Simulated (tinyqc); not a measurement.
## Tunnel coupling from the slope of the charge transition

Question. In a double dot with one electron the occupation changes at zero detuning with the slope tanh(tc/kB T)/(4 tc). Find kB T, tc and 2 tc/h.

Parameters, values chosen for the exercise:
```
symbol,value,unit,meaning
T,0.19,K,electron temperature
```

Constants: q = 1.602176634e-19 C, kB = 1.380649e-23 J/K, h = 6.62607015e-34 J s, Vt = kB T/q. Results are converted to the units shown.

dP_R/d(ep) at ep = 0 = 0.0055101909 1/ueV

Solution. The slope falls steadily with tc from 1/(4 kB T), so there is one root.

kB T = 16.37 ueV
tc = 45.00 ueV
2 tc/h = 21.76 GHz

Program tinyqc, `OMP_NUM_THREADS=1 python tinyqc.py 2470002 2470003 out.jsonl`; Intel Xeon 2.30GHz, shared host, one thread, about 0.01 s.
